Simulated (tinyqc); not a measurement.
Floating body of a partially depleted SOI transistor: body voltage and kink: two steps of the calculation.

Source at 0 V. Channel current Ic = 2 nf K Vt^2 [F(0) - F(Vd)](1 + la Vd), F(V) = ln^2(1 + exp((Vg - VT - nf V)/(2 nf Vt))), VT = VT0 - gb Vb. Saturation voltage Vs = 2 Vt sqrt(F(0)) + 3 Vt, excess Ve = (Vd - Vs + sqrt((Vd - Vs)^2 + 0.0004 V^2))/2, multiplication M1 = Ai Ve exp(-Bl/Ve). Each junction passes D(v) = J1 (exp(v/Vt) - 1) + J2 (exp(v/(2 Vt)) - 1). Bipolar current Ib = bb J1 (exp(Vb/Vt) - 1). The body settles where M1 (Ic + Ib) = D(Vb) + D(Vb - Vd) + Vb/Rb; drain current Id = (1 + M1)(Ic + Ib) - D(Vb - Vd).

Values chosen for this exercise; values of the order met in partially depleted silicon-on-insulator transistors: temperature T = 300 K; threshold at zero body voltage VT0 = 0.41 V; fall of the threshold per volt of body voltage gb = 0.34; slope factor nf = 1.44; gain factor per width K = 280 uA/(V^2 um); channel-length modulation factor la = 0.03 1/V; impact-ionisation prefactor Ai = 2.45 1/V; impact-ionisation voltage Bl = 7.8 V; diffusion saturation current of each junction J1 = 4.3e-12 uA/um; recombination saturation current of each junction J2 = 6.4e-8 uA/um; gain of the lateral bipolar transistor on the diffusion current bb = 0.5; resistance of a weak body tie to the source (1e9 stands for no tie, and the term is then dropped) Rb = 1e9 kohm um; gate voltage Vg = 0.73 V; drain voltage Vd = 1.4 V.

Constants: q = 1.602176634e-19 C, kB = 1.380649e-23 J/K, Vt = kB T/q. Results are converted to the units shown.

Question 1. New Vb. Current into the body I_in = M1 (Ic + Ib) - D(Vb - Vd), current out I_out = D(Vb) + Vb/Rb; f = ln(I_in/I_out), s = df/dVb by central differences over 1e-5 V, Vb(new) = Vb - f/s.

Vb at the start = 0.49 V

Give: Ic; Ve; M1; I_in; I_out; f; s; Vb after iteration 1.

Answer 1.

Ic = 24.00 uA/um
Ve = 0.9846 V
M1 = 8.745e-4
I_in = 0.02099 uA/um
I_out = 0.001569 uA/um
f = 2.594
s = -29.12 1/V
Vb after iteration 1 = 0.5791 V

Question 2. Drain current with floating and with grounded body. Id and VT at the converged Vb, Id at Vb = 0, their ratio, and the bipolar share Ib/(Ic + Ib).

converged Vb = 0.56937238 V

Give: VT; Id, floating; Id, grounded; ratio; bipolar share.

Answer 2.

VT = 0.2164 V
Id, floating = 26.76 uA/um
Id, grounded = 10.46 uA/um
ratio = 2.557
bipolar share = 0.02954 %

The body rises to 0.569 V and lowers the threshold by 194 mV.

Range of the model: The multiplication law is an empirical form chosen for the exercise; self-heating and capacitive coupling to the body are left out, and the linear laws are rough once Vb passes about 0.7 V or M1 about 0.1.

Program tinyqc, `OMP_NUM_THREADS=1 python tinyqc.py 2182107 2182108 out.jsonl`; Intel Xeon 2.30GHz, shared host, one thread, about 0.2 s.
